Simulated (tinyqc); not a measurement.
## Length offset and series resistance from crossing lines

Question. R_total = Rs + k (L - dL)/Vo with constant Rs, dL and k. Find k, dL and Rs.

R_total at (L, Vo) = (50, 0.38), (150, 0.38), (50, 0.94) and (150, 0.94), L in nm and Vo in V (ohm um): [223.73684, 486.89474, 149.42553, 255.80851]

Solution. At each overdrive R is a straight line in L with slope k/Vo; the two lines cross at L = dL, R = Rs.

k = 1.00 ohm um V/nm
dL = 2.60 nm
Rs = 99.0 ohm um

Computed by the program tinyqc: `OMP_NUM_THREADS=1 python tinyqc.py 2282045 2282046 out.jsonl`, one thread of a shared Intel Xeon 2.30GHz, about 0.05 s for the whole run.
